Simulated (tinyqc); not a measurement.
Changing the effective mass m: effective-mass impurity with a central-cell term, in a basis of Slater functions. Computed by tinyqc, a small Python program. Command: `OMP_NUM_THREADS=1 python tinyqc.py 3018855 3018856 out.jsonl centralcell sweep`. One thread of a shared host (Intel(R) Xeon(R) Processor @ 2.30GHz), about 0.01 s of CPU time with the checks.

The envelope obeys H = -nabla^2 - (2/r) [Z + A exp(-kappa r)] in effective units, with kappa = a*/lambda; positive A deepens the well near the core.

Inputs (values chosen for the exercise, with screening close to that of 4H-SiC):

| quantity | value | unit |
|---|---|---|
| dielectric constant eps | 9.74 | - |
| charge Z of the core | 1 | - |
| central-cell strength A | -1.5 | - |
| central-cell range lambda | 1.2 | angstrom |

Impurity: acceptor, one isotropic band.

Constants: Ry = 13.605693123 eV; a_0 = 0.529177210903 angstrom.

Method:
- Units: Ry* = Ry m/eps^2 and a* = a_0 eps/m, with m in m_0.
- kappa = a*/lambda; the hydrogenic ground state is bound by Z^2 Ry*.
- For s functions exp(-zeta r), with s = zeta_i + zeta_j: S = 2/s^3, T = zeta_i zeta_j S, V = -2 Z/s^2, W = -2 A/(s + kappa)^2; each function is normalised by dividing by sqrt(S_ii S_jj).
- Large basis: zeta_i = 0.06 x 1.6^(i-1), i = 1..22, same formulas; for p functions r exp(-zeta r): S = 24/s^5, T = zeta_i zeta_j S (centrifugal term included), V = -12 Z/s^4, W = -12 A/(s + kappa)^4; overlap eigenvalues below 1e-11 are dropped.
- Binding energies are -E Ry*; the effective quantum number is nu = Z/sqrt(-E); |psi(0)|^2 is given relative to the hydrogenic Z^3/(pi a*^3).

One run for each value:

| effective mass m (m_0) | 1s binding energy (meV) | hydrogenic binding energy (meV) | 2p binding energy (meV) | relative \|psi(0)\|^2 | a* (angstrom) |
|---|---|---|---|---|---|
| 0.24 | 33.5 | 34.4 | 8.60 | 0.6719 | 21.48 |
| 0.32 | 43.9 | 45.9 | 11.47 | 0.5866 | 16.11 |
| 0.43 | 57.5 | 61.7 | 15.41 | 0.4895 | 11.99 |
| 0.58 | 74.6 | 83.2 | 20.78 | 0.3876 | 8.89 |
| 0.78 | 95.2 | 111.9 | 27.92 | 0.2909 | 6.61 |
| 1.10 | 123.4 | 157.8 | 39.25 | 0.1933 | 4.69 |
| 1.90 | 176.4 | 272.5 | 66.58 | 0.0848 | 2.71 |

Give the missing row, effective mass m (m_0) = 1.40.

Computed row; columns: (1) effective mass m (m_0); (2) 1s binding energy (meV); (3) hydrogenic binding energy (meV); (4) 2p binding energy (meV); (5) relative |psi(0)|^2; (6) a* (angstrom):
```
(1)     (2)    (3)    (4)     (5)   (6)
1.40  145.7  200.8  49.70  0.1380  3.68
```

Interpolating between the two neighbouring rows (the first column on a logarithmic scale, the others too where they are positive) misses most in relative |psi(0)|^2, by 2.6 %. Over the rows, 1s binding energy (meV) rises from 33.5 to 176 (exponent d ln y / d ln x 0.94 between the first rows and 0.62 between the last); hydrogenic binding energy (meV) rises from 34.4 to 272 (exponent d ln y / d ln x about 1.00 throughout); 2p binding energy (meV) rises from 8.60 to 66.6 (exponent d ln y / d ln x about 0.99 throughout). At the low end the exponent of 1s binding energy is 0.94, close to 1: the central cell is a small correction. The exponent of 2p binding energy stays between 0.96 and 1.00, near 1: a hydrogenic level scales as m/eps^2. The exponent of a* stays at -1: a* = a_0 eps/m. The ratio of 1s to its hydrogenic value goes from 0.973 to 0.647: a heavier carrier has a smaller orbit and feels the core more.

Caution (rows 0.780, 1.10, 1.40, 1.90): the effective Bohr radius is only a few bond lengths, so the envelope approximation is rough.

Extremes, crossings and ranges named in words are read from the listed rows.
